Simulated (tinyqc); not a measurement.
One-dimensional ballistic tunnel FET, two-band WKB: two steps of the calculation.

A p-type source for x < 0 with its Fermi level at 0 and its valence edge at ds; in the channel the bands fall as D exp(-x/lam) towards their flat values, with the conduction edge at Ec = ds - dP and D = dP + Eg. The gate moves dP one to one. The drain Fermi level lies at -Vd and the drain side reflects nothing. For w = E - Ec between 0 and dP an electron crosses the gap. Two-band dispersion with equal masses m: inside the gap kappa = sqrt(m u (1 - u/Eg)/C), u the distance from a band edge, C = hbar^2/(2 m0).

Inputs (values chosen for the exercise); band and dielectric values those of a made-up semiconductor: temperature T = 77 K; band gap Eg = 0.333 eV; band-edge mass of the two-band model m = 0.029 m0; screening length of the source junction lam = 3.1 nm; source valence edge above the source Fermi level ds = 0.07 eV; drain bias Vd = 0.5 V; number of degenerate subbands (spin apart) g = 2; tunnelling window Ev(source) - Ec(channel) dP = 0.12 eV; energy above the channel conduction edge w0 = 0.036 eV; cells of the path nc = 8; points of the energy grid nE = 11.

Constants: q = 1.602176634e-19 C, kB = 1.380649e-23 J/K, hbar = 1.054571817e-34 J s, h = 6.62607015e-34 J s, m0 = 9.1093837015e-31 kg, Vt = kB T/q, hbar^2/(2 m0) = 0.0380998212 eV nm^2. Results are converted to the units shown.

Task 1. The path through the gap by the midpoint rule. At w = w0 the path runs from xa = lam ln(D/(w + Eg)) to xb = lam ln(D/w); u(x) = w + Eg - D exp(-x/lam) is the height above the valence edge. Cut it into nc equal cells: S = 2 (cell width) times the sum of kappa at the centres.

Give: xa; xb; x; u; kappa; S.

Result 1.

xa = 0.6358 nm
xb = 7.850 nm

```
cell  x (nm)  u (eV)  kappa (1/nm)
0      1.087  0.0500        0.1798
1      1.989  0.1305        0.2458
2      2.890  0.1907        0.2491
3      3.792  0.2357        0.2290
4      4.694  0.2693        0.1980
5      5.596  0.2945        0.1610
6      6.498  0.3133        0.1188
7      7.399  0.3274        0.0649
```

S = 2.608

Task 2. Current on a coarse grid. S(w) = 2 lam int_0^Eg kappa(u) du/(w + Eg - u) = 2 pi lam sqrt(m/(C Eg)) [w + Eg/2 - sqrt(w (w + Eg))], T(w) = exp(-S). I = g (2 q^2/h) int_0^dP T(w) [f(E) - f(E + Vd)] dw, E = ds - dP + w, f(x) = 1/(1 + exp(x/Vt)). Simpson's rule on nE equally spaced points.

Give: w; T(w); difference of the f; I.

Result 2.

```
point  w (eV)      T(w)  difference of the f
0      0.0000  0.007423               0.9995
1      0.0120   0.03468               0.9968
2      0.0240   0.05591               0.9805
3      0.0360   0.07660               0.8919
4      0.0480   0.09688               0.5748
5      0.0600    0.1167               0.1814
6      0.0720    0.1361              0.03504
7      0.0840    0.1548             0.005917
8      0.0960    0.1731             9.745e-4
9      0.1080    0.1907             1.599e-4
10     0.1200    0.2078             2.620e-5
```

I = 0.4576 uA

Range of the model: Where S is below about 2 the WKB prefactor of 1 is a rough guess.

Computed by the program tinyqc: `OMP_NUM_THREADS=1 python tinyqc.py 2620076 2620077 out.jsonl`, one thread of a shared Intel Xeon 2.30GHz, about 0.01 s for the whole run.
